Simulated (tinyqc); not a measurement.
Worked calculation: defect, radiative and Auger recombination at equal electron and hole densities (ABC model). Values are carried at full precision from step to step, so a last printed digit may differ when a step is redone from the rounded ones.

J/(e d) = Ae n + B n^2 + C n^3 with Ae = A + 4 S/w (four side walls, carriers spread evenly), e = 1.602176634e-19 C, lengths in cm; internal efficiency IQE = B n^2/(Ae n + B n^2 + C n^3); all injected carriers recombine in the layer.

Parameters, chosen for this exercise (orders of magnitude like those quoted for GaN; the results hold for these values, not for the real material):
- A = 20000000 1/s (defect rate)
- B = 2.5e-12 cm^3/s (radiative coefficient)
- C = 4.5e-31 cm^6/s (Auger coefficient)
- S = 6300 cm/s (recombination velocity of the side walls)
- w = 8.3 micrometre (side of the square mesa)
- d = 2.8 nm (active thickness)
- J = 37 A/cm^2 (current density)
- ex = 0.72 (extraction efficiency)
- Eph = 2.72 eV (photon energy)

## The efficiency peak

IQE peaks at n_p = sqrt(Ae/C); with Q = B/sqrt(Ae C), IQE_max = Q/(Q + 2).

Ae = 5.036e+07 1/s
n_p = 1.058e+19 1/cm^3
Q = 0.5252
IQE_max = 0.208
J at the peak = 60.4 A/cm^2

The side walls supply 60 % of Ae.

## Carrier density at the given current

G = J/(e d). Newton steps from the smallest of G/Ae, sqrt(G/B) and (G/C)^(1/3); stop when the relative step is below 1e-9.

G = 8.248e+26 1/(cm^3 s)

Newton steps:

| step | n (1/cm^3) | rate/G | relative step |
|---|---|---|---|
| 1 | 1.2238e+19 | 2.20122 | -0.26 |
| 2 | 9.0800e+18 | 1.21280 | -0.093 |
| 3 | 8.2324e+18 | 1.01252 | -0.0069 |
| 4 | 8.1760e+18 | 1.00005 | -2.9e-05 |
| 5 | 8.1758e+18 | 1.00000 | -5.2e-10 |

n = 8.176e+18 1/cm^3

The start is an upper bound and the function is convex, so the steps fall monotonically; 5 are needed.

## Shares, lifetimes and light

Shares of the three paths; lifetime n/G = 1/(Ae + B n + C n^2); differential lifetime 1/(Ae + 2 B n + 3 C n^2) and bandwidth 1/(2 pi tau_d); optical power density ex IQE J Eph/e.

shares: defect 0.4992, radiative 0.2026, Auger 0.2982

lifetime = 9.91 ns
differential lifetime = 5.51 ns
bandwidth = 28.9 MHz
optical power density = 14.7 W/cm^2

The defect path is the largest; the device runs below its efficiency peak, where the defect and Auger shares are equal.

## Checks

- Density from Newton steps against bisection (1/cm^3): both 8.1758e+18.

(tinyqc, `OMP_NUM_THREADS=1 python tinyqc.py 1651801 1651802 out.jsonl`, Intel(R) Xeon(R) Processor @ 2.30GHz, 1 thread, shared host, about 0.01 s.)
